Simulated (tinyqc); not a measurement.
Well width from the intersubband spacing.

Problem. In an empty well of width L and depth Vb, level k solves kw L/2 = (k - 1) pi/2 + arctan(sqrt((mw/mb)(Vb - E)/E)) with kw = sqrt(mw E/C), C = hbar^2/(2 m0). Find L, E1 and E2 from the spacing.

Inputs (values chosen for the exercise); material values those of a made-up well:
- mw = 0.0723 m0 (mass along z in the well)
- mb = 0.0779 m0 (mass along z in the barriers)
- Vb = 0.275 eV (barrier height)

Constants: q = 1.602176634e-19 C, hbar = 1.054571817e-34 J s, m0 = 9.1093837015e-31 kg, hbar^2/(2 m0) = 0.0380998212 eV nm^2. Results are converted to the units shown.

E2 - E1 = 102.67152 meV

Answer. Both levels are solved for trial widths until their difference matches. A second level is bound only for L above 4.35 nm, and over that range one width gives this spacing.

L = 9.10 nm
E1 = 35.9 meV
E2 = 139 meV

Computed by the program tinyqc: `OMP_NUM_THREADS=1 python tinyqc.py 2140043 2140044 out.jsonl`, one thread of a shared Intel Xeon 2.30GHz, about 0.2 s for the whole run.
